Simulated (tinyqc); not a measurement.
FinFET, parasitic resistance, capacitance and delay: two steps of the calculation.

Nf fins under one contact; each has gated perimeter p = 2 Hf + Wf and cross-section A = Hf Wf; contact width Wc = Nf pf, stack height Hs = Hf. Contact length Lc = CPP - Lg - 2 Lsp, shared by two neighbouring gates. Source and drain sides are equal. The formulas are first-order estimates, not field solutions.

Values chosen for this exercise; values close to those of silicon logic devices: temperature T = 300 K; fin height Hf = 35 nm; fin width Wf = 5 nm; gate length Lg = 14 nm; inversion capacitance Cinv = 2.2 uF/cm^2; injection velocity vx = 1.4e7 cm/s; apparent mobility mu = 300 cm^2/(V s); threshold at zero drain voltage VT = 0.21 V; barrier lowering dl = 0.028 V/V; subthreshold factor n = 1.27; supply voltage Vdd = 0.8 V.

Constants: q = 1.602176634e-19 C, kB = 1.380649e-23 J/K, Vt = kB T/q. Results are converted to the units shown.

Question 1. Fin currents at Vgs = Vdd, Vds = Vdd/2. One fin: I = p Q vx u/(1 + |u|^1.8)^(1/1.8), Q = Cinv n Vt ln(1 + exp((Vg' - VT + dl Vd')/(n Vt))), u = Vd' mu/(vx Lg), Vg' = Vgs - v, Vd' = Vds - 2 v, with the drop on each side v = Rc (sum of I) + Rx I. I(new) = I(out).

I after iteration 1 (uA): fin 1 136.00529, fin 2 136.00529
Rc = 150.44619 ohm
Rx = 388 ohm

Give: drop v; I(out); I after iteration 2.

Answer 1.

drop v (mV): fin 1 93.69, fin 2 93.69
I(out) (uA): fin 1 109.0, fin 2 109.0
I after iteration 2 (uA): fin 1 109.0, fin 2 109.0

Question 2. Effective current, delay and energy. Ieff = (IH + IL)/2, delay CL Vdd/(2 Ieff), energy CL Vdd^2, with CL the load of an inverter that drives an equal one.

IH = I(Vdd, Vdd/2) = 227.81610 uA
IL = I(Vdd/2, Vdd), solved likewise = 83.562779 uA
CL = 374.92328 aF

Find: Ieff; delay; energy.

Answer 2.

Ieff = 155.7 uA
delay = 0.9633 ps
energy = 240.0 aJ

Computed by the program tinyqc: `OMP_NUM_THREADS=1 python tinyqc.py 2170035 2170036 out.jsonl`, one thread of a shared Intel Xeon 2.30GHz, about 0.03 s for the whole run.
